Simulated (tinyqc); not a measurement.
Smearing for a one-band metal on the square lattice, step by step. Values are carried at full precision from step to step, so a last printed digit may differ when a step is redone from the rounded ones.

Lattice vectors (units of a): a1 = (1, 0), a2 = (0, 1). E(k) = -t A_1(k) - t2 A_2(k), A_m the sum of cos(k . R) over the 4 nearest and 4 second lattice vectors. Mesh k = sum (j_i/N) b_i, j_i = 0 .. N-1.

Inputs chosen for the exercise:
- t = 1.35 eV (nearest hopping)
- t2 = 0.21 eV (second hopping)
- N = 8 (unshifted mesh)
- ne = 1.27 (electrons per cell)
- sigma = 0.675 eV (width)

## Levels on the mesh

Evaluate the band and collect equal energies with their counts.

Distinct levels:
```
E_k (eV)  points
-6.2400        1
-5.2032        4
-4.2384        4
-2.7000        4
-1.9092        8
-0.1968        4
0.0000         4
0.4200         8
0.8400         2
1.3848         4
1.9092         8
2.7000         4
3.3984         4
4.0152         4
4.5600         1
```

15 distinct levels; the mean spacing is 0.771 eV.

## Fermi level with cold (Marzari-Vanderbilt) smearing

With x = (E_k - mu)/sigma: cold (Marzari-Vanderbilt) with y = x + 1/sqrt(2), f = erfc(y)/2 + exp(-y^2)/sqrt(2 pi), s = y exp(-y^2)/sqrt(2 pi). With weights w = points/N^d (d the dimension), mu solves 2 sum w f = ne; E = 2 sum w f E_k, S = 2 sum w s, F = E - sigma S.

Weights w = points/total. Bisection from the lowest and highest level; ten steps are shown.

Bisection:
```
step  low (eV)  high (eV)  mu (eV)  electrons
1      -6.2400     4.5600  -0.8400     0.6821
2      -0.8400     4.5600   1.8600     1.4337
3      -0.8400     1.8600   0.5100     1.0359
4       0.5100     1.8600   1.1850     1.2658
5       1.1850     1.8600   1.5225     1.3398
6       1.1850     1.5225   1.3538     1.3022
7       1.1850     1.3538   1.2694     1.2842
8       1.1850     1.2694   1.2272     1.2751
9       1.1850     1.2272   1.2061     1.2705
10      1.1850     1.2061   1.1955     1.2682
```

## Occupations and energies

Converge mu, then list x, f and s of each level and form the sums.

mu = 1.2038 eV

x, f and s of each level:
```
E_k (eV)       x       f        s
-6.2400   -11.03  1.0000   0.0000
-5.2032    -9.49  1.0000   0.0000
-4.2384    -8.06  1.0000   0.0000
-2.7000    -5.78  1.0000   0.0000
-1.9092    -4.61  1.0000   0.0000
-0.1968    -2.08  1.0349  -0.0840
0.0000     -1.78  1.0613  -0.1348
0.4200     -1.16  1.0642  -0.1474
0.8400     -0.54  0.7939   0.0652
1.3848      0.27  0.2381   0.1503
1.9092      1.04  0.0251   0.0325
2.7000      2.22  0.0001   0.0002
3.3984      3.25  0.0000   0.0000
4.0152      4.17  0.0000   0.0000
4.5600      4.97  0.0000   0.0000
```

E = -2.0088 eV
S = -0.0332
F = -1.9864 eV
(E + F)/2 = -1.9976 eV

Levels with f between 0.001 and 0.999: 3. f leaves the range 0 to 1: it runs from 0.0000 to 1.0642. For this scheme F itself has no term in sigma^2, so F is the estimate of the energy at zero width.

## Checks

- The slope dF/d sigma by finite differences against -S: both 0.033198.
- The slope dF/d ne by finite differences against mu (eV): both 1.2038.

Program tinyqc; command `OMP_NUM_THREADS=1 python tinyqc.py 1680594 1680595 out.jsonl`; about 0.07 s on one thread of a shared Intel(R) Xeon(R) Processor @ 2.30GHz.
